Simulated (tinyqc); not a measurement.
# Vertical double-diffused power MOSFET, components of the on-resistance: effects of single changes

Stripe cells of pitch Wp + a, two channels a cell. Current flows through the channels, spreads in the accumulation layer, passes the gap between the p bodies and spreads at 45 degrees into the drift layer below them. Low drain voltage, full ionisation.

Values chosen for this exercise; bulk values close to those of gallium nitride: temperature T = 350 K; relative permittivity eps_r = 9.38; critical-field constant Kc = 27000 V/cm per (cm^-3)^(1/8); rated breakdown voltage of the drift layer BV = 1200 V; drift mobility at 300 K mud = 910 cm^2/(V s); temperature exponent of the drift mobility bt = 2.5; gate oxide thickness (eps_r 3.9) tox = 39 nm; gate overdrive Vov = 9 V; channel mobility mch = 24 cm^2/(V s); accumulation-layer mobility mac = 130 cm^2/(V s); channel length Lc = 0.3 um; width of the p body in one cell, channels included Wp = 1.7 um; gap between neighbouring p bodies a = 2.6 um; depth of the p body xp = 0.8 um; doping of the gap over the drift doping Nj = 5; built-in voltage of the body junction Vbi = 3.1 V; substrate and contact resistance Rs = 0.056 mohm cm^2.

Constants: q = 1.602176634e-19 C, eps0 = 8.8541878128e-14 F/cm where lengths are in cm. Results are converted to the units shown.

Each table varies one quantity; the others keep the values above.

## On-resistance against the gap between neighbouring p bodies

Triangular field at breakdown with Ec = Kc N^(1/8): BV = eps0 eps_r Ec^2/(2 q N), so N = (eps0 eps_r Kc^2/(2 q BV))^(4/3); W = 2 BV/Ec; mu = mud (T/300 K)^(-bt); rho = 1/(q mu N); ideal resistance rho W. Pitch p = Wp + a, Cox = 3.9 eps0/tox; zero-bias depletion in the gap w0 = sqrt(2 eps0 eps_r Vbi/(q N Nj)), open gap g = a - 2 w0; R_ch = Lc p/(2 mch Cox Vov); R_acc = 0.6 a p/(4 mac Cox Vov), 0.6 being an empirical factor for current leaving the layer along its length; R_gap = (rho/Nj) xp p/g; spreading depth t = min(W, (p - g)/2); R_drift = (rho p/2) ln((g + 2 t)/g) + rho (W - t); R_on = the sum with Rs.

The same in every row: ideal (mohm cm^2) = 0.45366.

On-resistance against the gap between neighbouring p bodies:
```
a (um)  R_ch (mohm cm^2)  R_acc (mohm cm^2)  R_gap (mohm cm^2)  R_drift (mohm cm^2)  R_on (mohm cm^2)  largest term
0.45             0.16863           0.014009            0.25130              0.59486            1.0848         drift
0.69             0.18745           0.023878           0.066751              0.52979           0.86387         drift
1.1              0.21961           0.044597           0.033999              0.50065           0.85485         drift
1.6              0.25882           0.076452           0.023720              0.48654           0.90153         drift
2.5              0.32941            0.15204           0.017405              0.47529            1.0301         drift
3.9              0.43921            0.31623           0.013991              0.46788            1.2933         drift
5.9              0.59608            0.64927           0.012115              0.46324            1.7767  accumulation
9.1              0.84706             1.4231           0.010902              0.45996            2.7970  accumulation
14                1.2314             3.1826           0.010149              0.45780            4.9379  accumulation
```

What does the comparison show?

R_on goes from 1.08 through a minimum of 0.855 (at a = 1.1 among the rows listed) to 4.94 mohm cm^2. The drift term is the largest at a = 0.45, the accumulation term from 5.9 on. R_on is 2.39 times the ideal drift resistance in the first row and 10.9 times in the last. A narrow gap chokes the current while a wide one lengthens the pitch and so dilutes the channels, which gives the minimum.

## On-resistance against the channel mobility

Same model as above.

The same in every row: R_acc (mohm cm^2) = 0.16188; R_gap (mohm cm^2) = 0.017019; R_drift (mohm cm^2) = 0.47451; ideal (mohm cm^2) = 0.45366.

On-resistance against the channel mobility:
```
mch (cm^2/(V s))  R_ch (mohm cm^2)  R_on (mohm cm^2)  largest term
5                           1.6188            2.3282       channel
10                         0.80941            1.5188       channel
20                         0.40470            1.1141         drift
40                         0.20235           0.91177         drift
70                         0.11563           0.82504         drift
100                       0.080941           0.79035         drift
300                       0.026980           0.73639         drift
500                       0.016188           0.72560         drift
```

What does the comparison show?

R_on falls from 2.33 to 0.726 mohm cm^2. The channel term is the largest at mch = 5, the drift term from 20 on. R_on is 5.13 times the ideal drift resistance in the first row and 1.60 times in the last.

Computed by the program tinyqc: `OMP_NUM_THREADS=1 python tinyqc.py 2230045 2230046 out.jsonl`, one thread of a shared Intel Xeon 2.30GHz, about 0.01 s for the whole run.
